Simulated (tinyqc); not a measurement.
Spin coating of a resist or spin-on film: centrifugal thinning, evaporation and the final thickness (Emslie and Meyerhofer models). Changing the starting thickness h0. Computed by tinyqc, a small Python program. Command: `OMP_NUM_THREADS=1 python tinyqc.py 3111403 3111404 out.jsonl spincoat sweep`. One thread of a shared host (Intel(R) Xeon(R) Processor @ 2.30GHz), about 0.2 s of CPU time with the checks.

A Newtonian film stays uniform over the wafer; solvent and solids have the same density and the concentration is uniform through the thickness.

Inputs (values chosen for the exercise, of the order of those of a polymer resist in an ester solvent): solids volume fraction c0 = 0.25; kinematic viscosity of the solvent nu_s = 2.1 mm^2/s; viscosity constant k = 720 mm^2/s; viscosity exponent gamma = 2.4; spin speed f = 4000 rpm; evaporation rate at 1000 rpm e0 = 0.36 micrometre/s; time t = 0.63 s; wafer radius R = 50 mm; shrinkage in the bake = 5.1 %.

Method:
- omega = 2 pi f/60; nu(c) = nu_s + k c^gamma; evaporation rate e = e0 sqrt(f/1000 rpm).
- Flow constant K = 2 omega^2/(3 nu(c0)); Reynolds number of the air omega R^2/nu_air with nu_air = 15 mm^2/s.
- dh/dt = -K h^3 gives h = h0/sqrt(1 + 2 K h0^2 t); for long times h = 1/sqrt(2 K t).
- Full model for solids s and liquid l per area, h = s + l, c = s/h: ds/dt = -c Q, dl/dt = -(1 - c) Q - e, Q = 2 omega^2 h^3/(3 nu(c)); integrated adaptively (relative tolerance 1e-9) until l = 0.
- Dry film = s at l = 0, before the bake; film after the bake = s x (1 - shrinkage).

One run for each value:
```
starting thickness h0 (micrometre)  dry film (nm)  h(t) without evaporation (micrometre)  time to dry (s)
20                                           1658                                  11.34            7.852
39                                           1675                                  12.98            8.090
75                                           1678                                  13.54            8.150
140                                          1678                                  13.70            8.166
280                                          1678                                  13.75            8.170
540                                          1678                                  13.77            8.171
1000                                         1678                                  13.77            8.172
2000                                         1678                                  13.77            8.172
```

Describe and explain the trends.

Over the rows, dry film (nm) rises from 1658 to 1678; h(t) without evaporation (micrometre) rises from 11.3 to 13.8; time to dry (s) rises from 7.85 to 8.17. The exponent of dry film stays between 0.00 and 0.02, near 0: the excess is flung off.

Extremes, crossings and ranges named in words are read from the listed rows.
